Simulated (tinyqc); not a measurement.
## Trap density from swing and capacitance

Inverse problem. In an MOS structure at one bias the subthreshold swing is S = Vt ln 10 (1 + (Cd + q Dit)/Cox) and 1/C_HF = 1/Cox + 1/Cd, Cox = 3.9 eps0/EOT. Find Cd and Dit.

Inputs (values chosen for the exercise): temperature T = 200 K; equivalent oxide thickness EOT = 2.1 nm.

Constants: q = 1.602176634e-19 C, kB = 1.380649e-23 J/K, Vt = kB T/q, eps0 = 8.8541878128e-14 F/cm where lengths are in cm. Results are converted to the units shown.

S = 48.541749 mV/decade
C_HF = 47.994164 nF/cm^2

Solution. C_HF gives Cd, and the swing gives Cd + q Dit.

Cd = 49.4 nF/cm^2
Dit = 1.98e12 cm^-2 eV^-1

Program tinyqc, `OMP_NUM_THREADS=1 python tinyqc.py 2030163 2030164 out.jsonl`; Intel Xeon 2.30GHz, shared host, one thread, about 0.01 s.
